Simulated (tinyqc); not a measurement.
# Via and link resistance from two via chains

Inverse problem. A chain of 2000 vias joined by 2000 metal links has R = 2000 (Rv + Rlink), with Rlink proportional to the link length. Find Rv, Rlink for length L, and the value of Rv that the short chain would give if the links were ignored.

resistance of chains of 2000 links with link lengths L and 3 L (ohm): 27000  33000

Solution. R per link is a straight line in the link length; its intercept at zero length is Rv.

Rv = 12.0 ohm
Rlink = 1.50 ohm
Rv without correction = 13.5 ohm

Numbers from tinyqc (`OMP_NUM_THREADS=1 python tinyqc.py 2750052 2750053 out.jsonl`; about 0.01 s on one thread of a shared Intel Xeon 2.30GHz).
